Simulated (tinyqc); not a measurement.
Segment and feed resistance from two drops.

Inverse problem. A rail is fed at one end through Rq; K loads of Ij follow, each after a segment Rs. The drop at load j is K Ij Rq + Rs Ij sum_(l=1..j) (K - l + 1). Find Rs, Rq and the worst drop, at the middle, if the rail were fed through Rq at both ends: K Ij Rq/2 + Rs Ij K^2/8 with the load taken as continuous.

Inputs (values chosen for the exercise): number of equal loads K = 6; current of each load Ij = 0.96 mA.

drops at the first and at the last load (mV): 2.4768000  5.6448000

Solution. The difference of the two drops is Rs Ij K (K - 1)/2, which gives Rs; the first drop then gives Rq.

Rs = 0.220 ohm
Rq = 0.210 ohm
drop at the middle with two feeds = 1.56 mV

Computed by the program tinyqc: `OMP_NUM_THREADS=1 python tinyqc.py 2770108 2770109 out.jsonl`, one thread of a shared Intel Xeon 2.30GHz, about 0.1 s for the whole run.
